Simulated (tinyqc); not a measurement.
Inside a calculation. Method: MP2 on RHF in the sto-3g basis, frozen core, for BeH+, spin multiplicity 1. One step of it, computed by the program tinyqc.

Task: Orthogonalisation. S = U s U^T; symmetric (Loewdin) form X = U s^(-1/2) U^T, so that X^T S X = 1.

overlap S, order 1Be 1s, 1Be 2s, 1Be 2px, 1Be 2py, 1Be 2pz, 2H 1s:
```
[[1.000000, 0.259517, 0.000000, 0.000000, 0.000000, 0.079340],
 [0.259517, 1.000000, 0.000000, 0.000000, 0.000000, 0.484413],
 [0.000000, 0.000000, 1.000000, 0.000000, 0.000000, 0.000000],
 [0.000000, 0.000000, 0.000000, 1.000000, 0.000000, 0.000000],
 [0.000000, 0.000000, 0.000000, 0.000000, 1.000000, 0.542030],
 [0.079340, 0.484413, 0.000000, 0.000000, 0.542030, 1.000000]]
```

Give: eigenvalues of S; X.

Result:

eigenvalues of S: [0.2664, 0.7932, 1.0000, 1.0000, 1.1692, 1.7712]

X, order 1Be 1s, 1Be 2s, 1Be 2px, 1Be 2py, 1Be 2pz, 2H 1s:
```
[[1.0275, -0.1456, 0.0000, 0.0000, -0.0110, 0.0188],
 [-0.1456, 1.1818, 0.0000, 0.0000, 0.1708, -0.3902],
 [0.0000, 0.0000, 1.0000, 0.0000, 0.0000, 0.0000],
 [0.0000, 0.0000, 0.0000, 1.0000, 0.0000, 0.0000],
 [-0.0110, 0.1708, 0.0000, 0.0000, 1.1880, -0.4306],
 [0.0188, -0.3902, 0.0000, 0.0000, -0.4306, 1.3391]]
```
